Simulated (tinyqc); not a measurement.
## Piezoresistors in the (001) plane of a cubic crystal: effect of the direction of the resistor

Plane stress in crystal axes x = [100], y = [010]. First-order piezoresistance: d rho_xx/rho = p11 sxx + p12 syy, d rho_yy/rho = p12 sxx + p11 syy, d rho_xy/rho = p44 sxy; a resistor along d = (cos th, sin th) changes by dR/R = d.(d rho/rho).d. Changes of geometry and second-order terms are left out.

For uniaxial stress along or across the current: pL = p11 - (A/2) sin^2(2 th), pT = p12 + (A/2) sin^2(2 th), A = p11 - p12 - p44. dR/R is for the given stress.

Parameters, values chosen for the exercise; coefficients close to those of lightly doped n-type silicon:
- p11 = -107 x 1e-11/Pa (piezoresistive coefficient)
- p12 = 56.8 x 1e-11/Pa (piezoresistive coefficient)
- p44 = -13 x 1e-11/Pa (piezoresistive coefficient)
- Sx = 126 MPa (stress sxx)
- Sy = -143 MPa (stress syy)
- St = -23 MPa (shear stress sxy)

Results:
```
th (deg)  pL (1e-11/Pa)  pT (1e-11/Pa)  pL - pT (1e-11/Pa)  dR/R (%)
0                -107.0          56.80              -163.8    -21.60
10               -98.18          47.98              -146.2    -20.17
30               -50.45         0.2500              -50.70    -10.33
45               -31.60         -18.60              -13.00    0.7257
60               -50.45         0.2500              -50.70     11.70
75               -88.15          37.95              -126.1     19.66
90               -107.0          56.80              -163.8     22.46
```

Estimate the missing row, th = 20 deg.

Computed row:
```
th (deg)  pL (1e-11/Pa)  pT (1e-11/Pa)  pL - pT (1e-11/Pa)  dR/R (%)
20               -75.85          25.65              -101.5    -16.26
```

With this row back in the table: The sum pL + pT = p11 + p12 = -50.2 holds in every row. |pL - pT|, which sets the output of a bridge under uniaxial stress, is largest at 0 and 90 degrees (164) and is 13.0 at 45 degrees. The change dR/R rises from -21.6 to 22.5 %.

Program tinyqc, `OMP_NUM_THREADS=1 python tinyqc.py 2530074 2530075 out.jsonl`; Intel Xeon 2.30GHz, shared host, one thread, about 0.01 s.
